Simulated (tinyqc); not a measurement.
# Lossy on-chip transmission line with skin effect: what changes with what

A uniform line in a homogeneous dielectric: c = sqrt(er)/(c0 Z0), l = Z0 sqrt(er)/c0 (c0 = 299792458 m/s), g = w c td, w = 2 pi f. The resistance joins its limits as r = sqrt(r_dc^2 + r_hf^2), with r_dc = rho/(wd th), r_hf = kr rho/(2 delta (wd + th)), delta = sqrt(rho/(pi f mu0)), mu0 = 4 pi 1e-7 H/m; this is an interpolation, and internal inductance, up to 0.05 nH/mm at low frequency, is neglected.

Parameters, values chosen for the exercise:

| symbol | value | unit | meaning |
|---|---|---|---|
| wd | 1.1 | um | width of the strip |
| th | 1.1 | um | thickness of the strip |
| rho | 1.8 | uohm cm | resistivity |
| er | 2.7 |  | relative permittivity |
| td | 0.01 |  | loss tangent |
| Z0 | 50 | ohm | lossless impedance sqrt(l/c) |
| kr | 1.5 |  | factor for crowding and the return path |
| len | 1.4 | mm | length |
| Rg | 25 | ohm | source resistance |
| RL | 100 | ohm | load resistance |
| CL | 100 | fF | load capacitance |
| f | 12 | GHz | frequency |

Each table varies one quantity; the others keep the values above.

## Line properties against frequency

gamma = sqrt((r + i w l)(g + i w c)) = alpha + i beta, Zc = sqrt((r + i w l)/(g + i w c)), roots with positive real part; loss 8.685889638 alpha in dB; phase velocity w/beta. ZL = 1/(1/RL + i w CL); reflection (ZL - Zc)/(ZL + Zc); Zin = Zc (ZL + Zc tanh(gamma len))/(Zc + ZL tanh(gamma len)); H = V_load/V_source = [Zin/(Zin + Rg)]/[cosh(gamma len) + (Zc/ZL) sinh(gamma len)].

Line properties against frequency:
```
f (GHz)	r (ohm/mm)	r/(w l)	loss (dB/mm)	|Zc| (ohm)	phase velocity over c0	length in wavelengths	|H| (dB)
0.01	14.88	864.1	0.06245	1470	0.02941	0.001588	-3.277
0.03	14.88	288.1	0.1081	848.7	0.05087	0.002754	-3.277
0.09	14.90	96.15	0.1866	490.3	0.08775	0.004790	-3.279
0.3	14.96	28.96	0.3374	269.1	0.1580	0.008869	-3.284
0.8	15.10	10.96	0.5382	165.9	0.2495	0.01497	-3.294
2	15.42	4.478	0.8063	107.1	0.3655	0.02555	-3.312
7	16.71	1.386	1.259	65.37	0.5242	0.06236	-3.308
20	19.66	0.5708	1.677	53.65	0.5875	0.1590	-3.923
60	26.77	0.2591	2.397	50.82	0.6040	0.4639	-8.535
```

What does the table show?

r equals w l at 10.1 GHz: below it |Zc| and the delay grow as in an RC line, above it |Zc| tends to Z0 = 50 ohm and the velocity to 1/sqrt(er) = 0.609 c0. The loss goes as f^(0.50) between the first two rows and f^(0.32) between the last two. |H| is -3.28 dB in the first row and -8.53 dB in the last; between rows it can pass through resonances that the table doesn't show.

## Effect of the width of the strip

Same model as above.

Z0 is held fixed by scaling the dielectric height.

Effect of the width of the strip:
```
wd (um)	r (ohm/mm)	r/(w l)	loss (dB/mm)	|Zc| (ohm)	phase velocity over c0	length in wavelengths	|H| (dB)
0.28	60.558	2.9308	3.7010	87.985	0.42675	0.13132	-7.5109
0.43	40.658	1.9677	2.8115	74.282	0.48206	0.11625	-5.7771
0.68	27.027	1.3080	2.0615	64.156	0.53036	0.10566	-4.3826
1.1	17.900	0.86627	1.4620	57.510	0.56573	0.099055	-3.3217
1.7	12.403	0.60025	1.0538	53.997	0.58556	0.095702	-2.6214
2.7	8.3635	0.40476	0.73085	51.932	0.59751	0.093788	-2.0721
4.2	5.6794	0.27486	0.50691	50.917	0.60341	0.092869	-1.6889
6.6	3.7732	0.18261	0.34442	50.410	0.60635	0.092420	-1.4073
```

Read the table: what changes, and by how much?

As wd goes from 0.28 to 6.6, the loss falls from 3.70 to 0.344 dB/mm, |Zc| falls from 88.0 to 50.4 ohm and |H| goes from -7.51 to -1.41 dB, with its highest value among the rows, -1.41 dB, at wd = 6.6.

Computed by the program tinyqc: `OMP_NUM_THREADS=1 python tinyqc.py 2810124 2810125 out.jsonl`, one thread of a shared Intel Xeon 2.30GHz, about 0.01 s for the whole run.
